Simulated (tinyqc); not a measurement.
## Insulator thickness and V0 from two charges

Inverse problem. In an undoped wire Vg - V0 = Q/Cox + Vt ln(Q/Q0) + Vt ln(1 + Q/Q0) at the source, with Q0 = 4 eps0 eps_r Vt/R and Cox = eps0 eox/(R ln(1 + tox/R)). Find Cox, tox and V0.

Parameters, values chosen for the exercise; material values close to those of germanium: temperature T = 300 K; relative permittivity of the semiconductor eps_r = 16.2; relative permittivity of the gate insulator eox = 4.05; wire radius R = 3 nm.

Constants: q = 1.602176634e-19 C, kB = 1.380649e-23 J/K, Vt = kB T/q, eps0 = 8.8541878128e-14 F/cm where lengths are in cm. Results are converted to the units shown.

Qs at Vg = 0.67 and 1.07 V (nC/cm^2): 408.50253  934.79515

Solution. The two equations are linear in 1/Cox and V0; tox follows by inverting the logarithm.

Cox = 1.44 uF/cm^2
tox = 3.90 nm
V0 = 0.375 V

Numbers from tinyqc (`OMP_NUM_THREADS=1 python tinyqc.py 2460040 2460041 out.jsonl`; about 0.02 s on one thread of a shared Intel Xeon 2.30GHz).
